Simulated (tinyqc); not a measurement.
# Stillinger-Weber potential for a tetrahedral semiconductor, step by step

A worked calculation. Computed by tinyqc, a small Python program that keeps every step. Command: `OMP_NUM_THREADS=1 python tinyqc.py 3007213 3007214 out.jsonl swsi walk`. One thread of a shared host (Intel(R) Xeon(R) Processor @ 2.30GHz), about 0.03 s of CPU time with the checks. Intermediate numbers are printed to about 5 digits and carried at full precision; extremes and crossings named in words are read from the listed rows.

With x = r/sigma: pair term eps A (B x^-4 - 1) exp(1/(x - a)); for each pair of neighbours j, k of atom i, three-body term eps lambda exp(gamma/(x_ij - a) + gamma/(x_ik - a)) (cos theta_jik + 1/3)^2; both vanish beyond x = a. A = 7.049556277, B = 0.6022245584, a = 1.8.

Inputs (values chosen for the exercise, modelled on germanium): energy scale eps = 1.924 eV; length scale sigma = 2.162 angstrom; three-body strength lambda = 30.9; gamma = 1.2; bond 1 of the trimer = 2.27 angstrom; bond 2 of the trimer = 2.38 angstrom; angle of the trimer theta = 154 degrees.

displacement of one atom (angstrom): [-0.21, 0.19, 0.16]

Constants: 1 eV/angstrom^3 = 160.2176634 GPa.

## A trimer

Atom 1 binds atoms 2 and 3 at the angle theta; the third side follows from the cosine rule. Sum the three pair terms and the three-body terms centred on each atom.

distance 2-3 = 4.5309 angstrom

pair terms (eV): 1-2 -1.8037, 1-3 -1.9142, 2-3 0.0000

three-body term at atom 1 = 0.68984 eV

three-body terms at atoms 2 and 3 = 0 eV

energy of the trimer = -3.0281 eV

The cut-off is 3.892 angstrom, so atoms 2 and 3 do not interact directly.

## The diamond lattice

All angles are tetrahedral, so only the pair term acts; its minimum lies at x = 2^(1/6) with depth eps, and second neighbours lie beyond the cut-off. a0 = 4 d/sqrt3; E = -2 eps per atom.

bond length d = 2.4268 angstrom

lattice constant a0 = 5.6044 angstrom

energy per atom = -3.848 eV

## Elastic constants and internal strain

Second derivatives of the energy per atom, volume a0^3/8: e_xx gives C11, e_xx = -e_yy gives 2 (C11 - C12), e_xy = e_yx = h/2 gives the unrelaxed C44(0). Under that shear the second sublattice shifts by u_z; minimising over u_z gives C44 = C44(0) - E_hu^2/(E_uu V) and Kleinman's zeta = |E_hu/E_uu|/(a0/4). The optical force constant is k = 4 E_uu, with M omega^2 = k at the zone centre.

C11 = 141.31 GPa

C12 = 52.192 GPa

unrelaxed C44(0) = 91.799 GPa

C44 = 60.066 GPa

internal strain zeta = 0.51105

optical force constant k = 34.001 eV/angstrom^2

Internal relaxation lowers C44 by 35 %. zeta = 1 would keep all bond lengths equal under shear and 0 would move atoms with the lattice; the value here is 0.51. Caution: the original fit to silicon is too soft in shear (C44) and too stiff for the optical mode.

## One atom displaced in the eight-atom cell

Cubic cell of side a0 with periodic images; atoms 1 to 4 at (0,0,0), (0,1/2,1/2), (1/2,0,1/2), (1/2,1/2,0), atoms 5 to 8 shifted by (1/4,1/4,1/4). Atom 5 is moved by u. Forces are minus the gradient of the total energy.

bond lengths from atom 5 to atoms 1 to 4 (angstrom): [2.5273, 2.1037, 2.5822, 2.5494]

rise of the pair energy = 0.78593 eV

three-body energy = 0.22099 eV

forces (eV/angstrom), rows atom 5, atom 1, atom 2, atom 3, atom 4, columns x, y, z:
```
[[4.1360, -3.8879, -3.5487],
 [-0.2325, 0.6406, 0.6055],
 [-2.5338, 2.5037, 2.4671],
 [-0.8200, 0.7949, -0.0411],
 [-0.7308, 0.1180, 0.6705]]
```

Bond bending carries 22 % of the energy rise. The four neighbours take up a total force of 6.986 against 6.694 eV/angstrom on atom 5; the difference acts on atoms 6 to 8.

## Diamond against structures with more neighbours

Each structure is relaxed in its neighbour distance d (lowest minimum for d between sigma and 1.7 sigma), with all neighbours inside the cut-off, second shells too where they fall inside.

Energies per atom (eV):
```
structure     first neighbours  d (angstrom)     pair  three-body    total  volume (angstrom^3)
diamond                      4        2.4268  -3.8480      0.0000  -3.8480               22.003
simple cubic                 6        2.7864  -4.4978      1.4496  -3.0482               21.633
bcc                          8        2.9740  -4.6036      1.7400  -2.8636               20.250
fcc                         12        3.1030  -4.5021      1.7608  -2.7413               21.126
```

The order is diamond < simple cubic < bcc < fcc, the lowest two 0.800 eV apart. Against diamond the pair energy changes by -0.65 (simple cubic), -0.76 (bcc), -0.65 (fcc) eV, while angles away from 109.47 degrees cost 1.45, 1.74, 1.76 eV; the bonds stretch to 3.10 angstrom in fcc to weaken that penalty.

Checks made by the program: lattice sum at a0 (relative difference below 1e-10); B from the pair term alone, phi''(d)/(3 a0), against (C11 + 2 C12)/3 (relative difference 5e-07).
